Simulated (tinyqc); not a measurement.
Plane-wave Kohn-Sham cycle with exchange-only LDA in a layered model solid, step by step. One step of it, computed by the program tinyqc.

Question. Iteration 1: potential. V_H(G) = 4 pi rho(G)/G^2 for G != 0 (uniform background); v_x = -(3 rho/pi)^(1/3); V = V_ext + V_H + v_x; Fourier components f(G_m) = (1/N) sum_j f(x_j) exp(-i G_m x_j).

A solid whose potential varies along x alone (atomic units):

| parameter | value |
|---|---|
| period a | 12.100000 |
| cross-section of the cell | 34.000000 |
| electrons per cell | 2 |
| grid points | 16 |
| plane waves -n..n, n | 3 |
| k points | 4 |
| V1 in V1 cos(2 pi x/a) | -0.530000 |
| V2 in V2 cos(4 pi x/a) | -0.190000 |

density at the start, on the grid x_j = j a/N (e/bohr^3): 0.00486145  0.00486145  0.00486145  0.00486145  0.00486145  0.00486145  0.00486145  0.00486145  0.00486145  0.00486145  0.00486145  0.00486145  0.00486145  0.00486145  0.00486145  0.00486145

Give: Potentials on the grid; V(G_m), m = 0, 1, 2, ....

Answer.

Potentials on the grid (hartree):

| x | V_ext | V_H | v_x | V |
|---|---|---|---|---|
| 0.000 | -0.720 | 0.000 | -0.167 | -0.887 |
| 0.756 | -0.624 | 0.000 | -0.167 | -0.791 |
| 1.512 | -0.375 | 0.000 | -0.167 | -0.542 |
| 2.269 | -0.068 | 0.000 | -0.167 | -0.235 |
| 3.025 | 0.190 | 0.000 | -0.167 | 0.023 |
| 3.781 | 0.337 | 0.000 | -0.167 | 0.170 |
| 4.537 | 0.375 | 0.000 | -0.167 | 0.208 |
| 5.294 | 0.355 | 0.000 | -0.167 | 0.188 |
| 6.050 | 0.340 | 0.000 | -0.167 | 0.173 |
| 6.806 | 0.355 | 0.000 | -0.167 | 0.188 |
| 7.562 | 0.375 | 0.000 | -0.167 | 0.208 |
| 8.319 | 0.337 | 0.000 | -0.167 | 0.170 |
| 9.075 | 0.190 | 0.000 | -0.167 | 0.023 |
| 9.831 | -0.068 | 0.000 | -0.167 | -0.235 |
| 10.588 | -0.375 | 0.000 | -0.167 | -0.542 |
| 11.344 | -0.624 | 0.000 | -0.167 | -0.791 |

V(G_m), m = 0, 1, 2, ... (hartree): -0.167  -0.265  -0.095  0.000  0.000  0.000  0.000
